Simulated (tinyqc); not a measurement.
Worked calculation: rapid thermal processing of a wafer: radiative balance, ramp and cooling, pattern effects, pyrometer error and spike budget. Computed by tinyqc, a small Python program that keeps every step. Command: `OMP_NUM_THREADS=1 python tinyqc.py 3111065 3111066 out.jsonl rtp walk`. One thread of a shared host (Intel(R) Xeon(R) Processor @ 2.30GHz), about 0.06 s of CPU time with the checks. Intermediate numbers are printed to about 6 digits and carried at full precision; extremes and crossings named in words are read from the listed rows.

The wafer is opaque and uniform through its thickness unless said otherwise; temperatures in formulas are in kelvin (C + 273.15). sigma = 5.670374419e-12 W/(cm^2 K^4).

Inputs (values chosen for the exercise, modelled on a hot silicon wafer):
```
quantity                                              value         unit
wafer thickness d                                       725   micrometre
heat capacity per volume C                             2.18   J/(cm^3 K)
thermal conductivity k                                 0.21     W/(cm K)
emissivity eps of each face                             0.7            -
reflectivity of the chamber walls r                     0.7            -
gas heat-transfer coefficient h, both faces together    1.9  mW/(cm^2 K)
wall temperature T_w                                    350            K
process temperature                                     855            C
starting temperature                                    400            C
ramp rate                                                75          K/s
relative change of absorptivity over a pattern          6.2            %
period of the pattern                                  0.55           mm
pyrometer wavelength                                   0.95   micrometre
error of the assumed emissivity                         7.4            %
activation energy of the process E_a                    2.7           eV
```

Constants: k_B = 8.617333262e-05 eV/K; h = 6.62607015e-34 J s; c = 299792458 m/s; k_B = 1.380649e-23 J/K.

## Power to hold and to ramp

Effective emissivity between parallel grey plates: eps_eff = 1/(1/eps + 1/(1 - r) - 1). Loss per area q(T) = 2 eps_eff sigma (T^4 - T_w^4) + h (T - T_w). Absorbed power during a ramp = q(T) + C d x ramp rate; thermal time constant tau = C d/(dq/dT), dq/dT = 8 eps_eff sigma T^3 + h; natural cooling rate q/(C d); front-to-back difference under one-sided heating at the end of the ramp = (absorbed power) d/(2 k).

eps_eff = 0.265823

holding power q = 6.31641 W/cm^2

power at the end of the ramp = 18.1702 W/cm^2

dq/dT = 19.2139 mW/(cm^2 K)

time constant tau = 8.22582 s

natural cooling rate = 39.9646 K/s

front-to-back difference = 3.13652 K

Radiation carries 77 % of the loss. The ramp needs 2.9 times the holding power.

## Cooling curve

Cooling with the lamps off: C d dT/dt = -q(T), integrated adaptively (relative tolerance 1e-10).

Lamps off at t = 0:
```
t (s)    T (C)  cooling rate (K/s)
0.82   823.771             36.3076
1.60   796.635             33.3485
3.30   744.536             28.1999
5.80   681.209             22.8020
8.20   631.118             19.1304
12.00  566.635             15.0883
21.00  457.893              9.7422
33.00  364.010              6.3095
```

The rate falls from 40.0 K/s at t = 0 to 6.31 K/s in the last row.

## Thermal budget of a spike

Spike anneal: linear ramp to the peak, then lamps off. Equivalent time at the peak = int exp(-(E_a/k_B)(1/T - 1/T_peak)) dt; estimate (k_B T^2/E_a)(1/ramp rate + 1/cooling rate). The ramp part uses 4000 trapezoid steps, the cooling part 4000 steps over 4 tau. Time within 50 K of the peak from the same curves.

equivalent time, ramp = 0.506298 s

equivalent time, cooling = 1.06833 s

equivalent time, total = 1.57463 s

estimate = 1.55801 s

time within 50 K of the peak = 2.01910 s

Cooling supplies 68 % of the budget.

## What a faster ramp buys

The formulas are those given above.

Against the ramp rate:
```
ramp (K/s)  ramp part (s)  cooling part (s)  total (s)  power at the peak (W/cm^2)
10                3.79724           1.06833    4.86557                       7.897
25                1.51890           1.06833    2.58722                      10.268
50                0.75945           1.06833    1.82778                      14.219
100               0.37972           1.06833    1.44805                      22.121
250               0.15189           1.06833    1.22022                      45.829
500               0.07594           1.06833    1.14427                      85.341
1000              0.03797           1.06833    1.10630                     164.366
```

From 10 to 100 K/s the total falls by a factor 3.4, from 100 to 1000 K/s by 1.31: the cooling part, 1.07 s, is a floor, and the natural cooling rate here is 40.0 K/s.

## Pattern effect

At steady state a sinusoidal change of absorbed power of relative amplitude a and period p gives the temperature amplitude a q/(dq/dT + k d (2 pi/p)^2); healing length l = sqrt(k d/(dq/dT)); process change = E_a dT/(k_B T^2). Emissivity is taken as unchanged.

healing length l = 8.90166 mm

amplitude without lateral conduction = 20.3820 K

amplitude = 0.00197074 K

change of the process rate = 0.00485161 %

Lateral conduction cuts the amplitude to 0.0097 %, since p/(2 pi l) = 0.0098.

## Pyrometer error

Signal proportional to eps/(exp(c2/(lambda T)) - 1), c2 = h c/k_B. If the assumed emissivity is too high by the given error, the reading T' solves (1 + error)/(exp(c2/(lambda T')) - 1) = 1/(exp(c2/(lambda T)) - 1). Wien estimate: T' - T = -lambda T^2 ln(1 + error)/c2. Process rates go as exp(-E_a/(k_B T)).

c2 = 14387.8 micrometre K

c2/(lambda T) = 13.4247

reading less true temperature = -5.96757 K

Wien estimate = -5.99931 K

rate at T over rate at T', less 1 = 15.9156 %

Checks made by the program: cooling time against quadrature of C d dT/q (relative difference 3e-08).
